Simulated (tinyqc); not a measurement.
# Strained alloy layer of InP and GaP on (001) GaAs, model-solid band line-up: gaps, strain and offsets against composition

The layer is x parts of the first compound and 1 - x of the second, grown coherently on the third as substrate and barrier. Rows of the table: lattice constant a, average valence level Ea on an absolute scale, spin-orbit splitting so, gaps at Gamma, X and L, hydrostatic deformation potentials av and ac (Gamma), shear potential b, elastic constants, electron and heavy-hole (along z) masses. All are interpolated linearly in x; gaps get -C x (1 - x), taken wholly in the conduction band; real line-ups can differ from this model by 0.1 eV or more.

In-plane strain e = (a_substrate - a)/a, e_z = -2 (c12/c11) e, volume change 2 e + e_z. With v = 2 e + e_z and d = 2 b (e_z - e): Eav = Ea + av v; E_hh = Eav + so/3 - d/2; E_lh = Eav - so/6 + d/4 + sqrt(so^2 + so d + 9 d^2/4)/2; E_c = Ea + so/3 + EG + ac v (Gamma). Substrate: E_v = Ea + so/3, E_c = E_v + EG. Well depths: dEc = E_c(substrate) - E_c, dEhh = E_hh - E_v(substrate), dElh likewise; strained Gamma gap E_c - max(E_hh, E_lh); positive values confine carriers in the layer. Matthews-Blakeslee for 60-degree dislocations in a single layer: hc = k (ln(hc/bv) + 1), k = bv (1 - nu/4)/(4 pi |e| (1 + nu)), nu = c12/(c11 + c12), bv = a/sqrt(2); the larger root. The valence offset is the larger of dEhh and dElh; a dash marks |e| under 0.02 % or no root.

Inputs (values chosen for the exercise): bowing of the Gamma gap CG = 0.65 eV; bowing of the X gap CX = 0.2 eV; bowing of the L gap CL = 1.03 eV.

Binary compounds, values chosen for the exercise:
```
              close to InP  close to GaP  close to GaAs
a (angstrom)         5.869         5.451          5.653
Ea (eV)              -7.04          -7.4          -6.92
so (eV)               0.11        0.0803          0.335
EG (eV)               1.35          2.81           1.43
EX (eV)               2.17          2.25            1.9
EL (eV)               1.92          2.57           1.69
av (eV)               1.27          1.71           1.15
ac (eV)              -5.05         -7.06          -7.27
b (eV)                -1.7         -1.77          -1.69
c11 (GPa)             99.6           139            118
c12 (GPa)             55.8          62.3             54
me (m0)             0.0801         0.131         0.0662
mh (m0)              0.534         0.333          0.347
```

Gaps, strain and offsets against composition:
columns A: x; B: e (%); C: relaxed Gamma gap (eV); D: lower of X and L gaps (eV); E: strained Gamma gap (eV); F: E_hh - E_lh (meV); G: dEc (eV); H: valence offset (eV); I: hc (nm)
```
A            B       C       D       E        F           G         H     I
0.25    1.7550  2.3231  2.1925  2.0733  -157.64    -0.29866  -0.34467  4.18
0.31    1.2977  2.2184  2.1482  2.0403  -113.25    -0.25051  -0.35982  6.36
0.38   0.76936  2.1021  2.0803  2.0025  -63.498    -0.19758  -0.37491  12.7
0.44   0.32086  2.0074  2.0302  1.9689  -24.348    -0.15503  -0.38385  37.9
0.5   -0.12367  1.9175  1.9875  1.9227   8.1404    -0.11511  -0.37754   119
0.56  -0.56428  1.8322  1.9522  1.8543   30.253   -0.077861  -0.34642  18.9
0.62   -1.0010  1.7517  1.9243  1.7881   42.915   -0.043296  -0.31484  9.03
0.69   -1.5057  1.6636  1.9012  1.7138   51.144  -0.0064021  -0.27739  5.19
0.75   -1.9343  1.5931  1.8894  1.6525   55.595    0.022249  -0.24477  3.64
```

Read the table: what changes, and by how much?

The relaxed Gamma gap falls from 2.32 to 1.59 eV and the strained one falls from 2.07 to 1.65 eV. The lattice matches the substrate at x = 0.483; the heavy hole is on top where the layer is compressed (e < 0) and the light hole where it is stretched. The relaxed alloy turns direct at x = 0.410. dEc rises from -0.299 to 0.0222 eV and the valence offset goes from -0.345 through a minimum of -0.384 (at x = 0.44 among the rows listed) to -0.245 eV. At the largest strain listed, -1.93 %, strain changes the gap by 59.4 meV. For x = 0.25, 0.31, 0.38 the lowest conduction valley of the relaxed alloy is X or L, so the gap and dEc listed hold for Gamma only.

Computed by the program tinyqc: `OMP_NUM_THREADS=1 python tinyqc.py 2690132 2690133 out.jsonl`, one thread of a shared Intel Xeon 2.30GHz, about 0.01 s for the whole run.
